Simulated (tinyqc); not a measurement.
# Fully depleted semiconductor-on-insulator film with two gates, non-linear Poisson equation by Newton steps, step by step

tinyqc, about 0.4 s, one thread, Intel Xeon 2.30GHz (shared host): `OMP_NUM_THREADS=1 python tinyqc.py 2190166 2190167 out.jsonl` Printed values are rounded.

One dimension across the film, front interface at x = 0, back interface at x = ts. psi is counted from the intrinsic level, n = ni exp(psi/Vt) (source grounded), holes neglected, acceptors ionised. Gates act through Cox = eps0 eox/tox and Cbox = 3.9 eps0/tb with potentials G1 = Vg - (phiM - chi - Vt ln(Nc/ni)) and G2 = Vb - (phiB - chi - Vt ln(Nc/ni)). Classical Boltzmann densities, no interface charge, no depletion in the back plane.

Values chosen for this exercise; band and dielectric values close to those of germanium:
```
symbol,value,unit,meaning
T,400,K,temperature
Eg,0.658,eV,band gap
eps_r,16,,relative permittivity
Nc,1.63e19,cm^-3,conduction-band density of states at T
Nv,9.19e18,cm^-3,valence-band density of states at T
chi,3.97,eV,electron affinity
eox,3.9,,relative permittivity of the gate insulator (close to silicon dioxide)
tox,2.9,nm,insulator thickness
ts,9.3,nm,film thickness
tb,46,nm,buried-oxide thickness (eps_r 3.9)
Na,1e15,cm^-3,acceptor density of the film
phiM,4.37,eV,work function of the front gate
phiB,4.58,eV,work function of the back plane
Vb,0,V,back-gate voltage
Vg,0.28,V,front-gate voltage
```

Constants: q = 1.602176634e-19 C, kB = 1.380649e-23 J/K, Vt = kB T/q, eps0 = 8.8541878128e-14 F/cm where lengths are in cm. Results are converted to the units shown.

## Capacitances and gate potentials

ni = sqrt(Nc Nv) exp(-Eg/(2 Vt)), Eg in volts; Cox, Cbox, G1, G2 as defined; Cs = eps0 eps_r/ts; a = eps0 eps_r/h with h = ts/8; coupling ratio of a depleted film Cs Cbox/(Cox (Cs + Cbox)).

ni = 8.76060e14 cm^-3
Cox = 1.19074 uF/cm^2
Cbox = 0.0750681 uF/cm^2
Cs = 1.52330 uF/cm^2
a = 12.1864 uF/cm^2
G1 = 0.218876 V
G2 = -0.271124 V
coupling ratio = 0.0600826

## Iteration 1: density, residual and Jacobian diagonal

psi at the start, node 0 to 8 (V): 0.03  0.03  0.03  0.03  0.03  0.03  0.03  0.03  0.03

Nodes 0 to 8, h = ts/8, box widths w = h (h/2 at both ends), a = eps0 eps_r/h. F_i = a (psi_(i+1) - 2 psi_i + psi_(i-1)) - q w_i (n_i + Na); F_0 = a (psi_1 - psi_0) + Cox (G1 - psi_0) - q w_0 (n_0 + Na); F_8 = a (psi_7 - psi_8) + Cbox (G2 - psi_8) - q w_8 (n_8 + Na). Diagonal b_i = -2 a - q w_i n_i/Vt, with -a - Cox and -a - Cbox in place of -2 a at the ends.

```
node	n (cm^-3)	residual F (C/cm^2)	diagonal b (F/cm^2)
0	2.09179e15	2.24873e-7	-1.33777e-5
1	2.09179e15	-5.75855e-11	-2.43739e-5
2	2.09179e15	-5.75855e-11	-2.43739e-5
3	2.09179e15	-5.75855e-11	-2.43739e-5
4	2.09179e15	-5.75855e-11	-2.43739e-5
5	2.09179e15	-5.75855e-11	-2.43739e-5
6	2.09179e15	-5.75855e-11	-2.43739e-5
7	2.09179e15	-5.75855e-11	-2.43739e-5
8	2.09179e15	-2.26336e-8	-1.22620e-5
```

## Iteration 1: Newton step

Solve a d_(i-1) + b_i d_i + a d_(i+1) = -F_i for all nodes. Half of the step is added while the largest |d| exceeds 1.5 Vt, the full step after that.

```
node	Newton step d, before damping (V)	psi after iteration 1 (V)
0	0.159709	0.109854
1	0.156868	0.108434
2	0.154047	0.107024
3	0.151245	0.105623
4	0.148462	0.104231
5	0.145698	0.102849
6	0.142951	0.101476
7	0.140223	0.100111
8	0.137512	0.098756
```

## Iteration 2: density, residual and Jacobian diagonal

As before.

```
node	n (cm^-3)	residual F (C/cm^2)	diagonal b (F/cm^2)
0	2.12147e16	1.12304e-7	-1.33829e-5
1	2.03584e16	-2.80361e-10	-2.43838e-5
2	1.95422e16	-2.66753e-10	-2.43834e-5
3	1.87638e16	-2.53839e-10	-2.43830e-5
4	1.80214e16	-2.41584e-10	-2.43826e-5
5	1.73130e16	-2.29952e-10	-2.43822e-5
6	1.66368e16	-2.18910e-10	-2.43818e-5
7	1.59912e16	-2.08428e-10	-2.43815e-5
8	1.53746e16	-1.14016e-8	-1.22656e-5
```

## Iteration 2: Newton step

As before.

```
node	Newton step d, before damping (V)	psi after iteration 2 (V)
0	0.0748855	0.147297
1	0.0730224	0.144945
2	0.0712481	0.142648
3	0.0695575	0.140401
4	0.0679456	0.138204
5	0.0664077	0.136053
6	0.0649398	0.133945
7	0.0635377	0.131880
8	0.0621977	0.129855
```

## Course of the Newton iteration

Stop when the largest undamped |d| is below 1e-9 V, or after 80 iterations.

Course of the iteration:
```
iteration	largest |F| (C/cm^2)	largest |d| (V)
1	2.25e-7	0.160
2	1.12e-7	0.0749
3	5.60e-8	0.0332
4	6.54e-10	2.44e-3
5	5.04e-12	2.64e-5
6	5.24e-16	2.85e-9
7	< 1e-19	< 1e-13
```

Converged in 7 iterations.

## Electron sheet density, centroid and oxide fields

converged psi, node 0 to 8 (V): 0.178571  0.174752  0.171148  0.167738  0.164503  0.161428  0.158499  0.155704  0.153034

n_i = ni exp(psi_i/Vt); N_inv = sum w_i n_i with w = ts/8, halved at the ends; centroid sum w n x/N_inv; fields (G1 - psi_0)/tox and (G2 - psi_8)/tb.

n, node 0 to 8 (cm^-3): 1.55749e17  1.39417e17  1.25576e17  1.13747e17  1.03557e17  9.47180e16  8.70020e16  8.02270e16  7.42466e16
N_inv = 9.98868e10 cm^-2
centroid = 4.05910 nm
field in the front oxide = 0.138985 MV/cm
field in the buried oxide = -0.0922082 MV/cm

The centroid lies at 0.44 of the film, so the electrons fill the film, with n at the back 0.477 times that at the front. A 400-interval mesh gives N_inv = 9.979e10 cm^-2; this mesh is 0.10 % above it.
